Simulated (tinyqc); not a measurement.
Microkinetic model of a Langmuir-Hinshelwood surface reaction A + (1/2) B2 = AB with Bronsted-Evans-Polanyi barriers: one step, computed by the program tinyqc. Command: `OMP_NUM_THREADS=1 python tinyqc.py 3031971 3031972 out.jsonl microkin walk`. One thread of a shared host (Intel(R) Xeon(R) Processor @ 2.30GHz), about 0.01 s of CPU time with the checks.

A adsorbs in equilibrium; B2 dissociates irreversibly on two free sites; adsorbed A and B react irreversibly and AB leaves at once. theta_A + theta_B + theta_* = 1.

Problem. Steady state in closed form. theta_A = K_A p_A theta_*; 2 k1 p_B theta_*^2 = k2 theta_A theta_B, so theta_B = w theta_* with w = 2 k1 p_B/(k2 K_A p_A); theta_* = 1/(1 + K_A p_A + w); rate r = k2 theta_A theta_B.

Inputs (values chosen for the exercise, for a model catalyst): pressure p_A = 0.0064 bar; pressure p_B = 0.5 bar; temperature T = 600 K.

K_A = 272.8304 1/bar

k1 = 107977.5 1/(bar s)

k2 = 44252.97 1/s

Give: w; theta_*; theta_A; theta_B; rate r.

Solution.

w = 1.3974

theta_* = 0.24134

theta_A = 0.42141

theta_B = 0.33725

rate r = 6289.2 1/s per site

No single species fills the surface. Caution: the linear relation gives a negative E1, which is set to zero: dissociation is not activated.
